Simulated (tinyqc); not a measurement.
Which mechanism rules? Model: leakage currents through a thin dielectric. Computed by tinyqc, a small Python program. Command: `OMP_NUM_THREADS=1 python tinyqc.py 3015739 3015740 out.jsonl leak walk`. One thread of a shared host (Intel(R) Xeon(R) Processor @ 2.30GHz), about 0.01 s of CPU time with the checks.

Electrons leave an electrode with Fermi energy E_F above its band bottom; barriers are counted from the Fermi level, and both electrodes are alike.

Inputs (values chosen for the exercise, modelled on a low-k dielectric):
```
quantity                           value  unit
barrier height phi_B                2.32    eV
tunnelling mass m                   0.57   m_0
optical permittivity k_o            2.03     -
trap depth phi_t                       1    eV
Poole-Frenkel prefactor sigma_0  0.00068  S/cm
thickness t                          1.5    nm
electrode Fermi energy E_F           3.4    eV
electrode mass m_e                   0.3   m_0
voltage V                           0.48     V
temperature T                        300     K
```

Stack: single layer.

Constants: e = 1.602176634e-19 C; eps_0 = 8.8541878128e-12 F/m; k_B = 8.617333262e-05 eV/K; m_0 = 9.1093837015e-31 kg; k_B = 1.380649e-23 J/K; h = 6.62607015e-34 J s; hbar = 1.054571817e-34 J s.

Method:
- Field F = V/t; equivalent oxide thickness 3.9 t/k.
- WKB: a layer of mass m, field F and barrier b(x) = b_0 - e F x gives the exponent (4 sqrt(2 m)/(3 hbar e F)) [b_0^(3/2) - max(b_0 - e F t, 0)^(3/2)] for b_0 > 0; b_0 = barrier - (E - E_F); the transmission is D(E) = exp(-sum of exponents), without image force.
- Tsu-Esaki: J = (e m_e k_B T/(2 pi^2 hbar^3)) int D(E) ln[(1 + exp((E_F - E)/k_B T))/(1 + exp((E_F - eV - E)/k_B T))] dE over the normal energy E (its change with the mass at an interface is neglected) from max(0, E_F - 3 eV) to E_F + largest barrier, by 100 Gauss-Legendre points in each part, split at E_F - 0.3 eV (if inside the range) and E_F + 8 k_B T.
- Schottky emission J = A T^2 exp(-(phi_B - sqrt(e^3 F/(4 pi k_o eps_0)))/k_B T), A = 4 pi e m k_B^2/h^3 with the tunnelling mass; Poole-Frenkel J = sigma_0 F exp(-(phi_t - sqrt(e^3 F/(pi k_o eps_0)))/k_B T); both use the field F of the dielectric.

Current densities (A/cm^2):
```
V (V)  F (MV/cm)  tunnelling    Schottky  Poole-Frenkel
0.096     0.6400       2.784  2.4833e-29     9.9585e-08
0.170     1.1333       4.988  3.7916e-28     4.1112e-05
0.240     1.6000       7.165  2.9863e-27     3.6005e-03
0.340     2.2667      10.508  3.5628e-26     7.2601e-01
0.410     2.7333      13.073  1.6323e-25     1.8375e+01
0.480     3.2000      15.878  6.5975e-25     3.5146e+02
```

What follows from these numbers?

The largest current is tunnelling from 0.0960 to 0.340, Poole-Frenkel from 0.410 to 0.480 V. Over the table tunnelling grows by 0.8 decades, Schottky by 4.4 and Poole-Frenkel by 9.5. A plot of ln(J/F) against sqrt(F) for the Poole-Frenkel column has the slope 20.60 per sqrt(MV/cm), from which k_o follows; reading it as Schottky emission would give about k_o/4.

Extremes, crossings and ranges named in words are read from the listed rows.
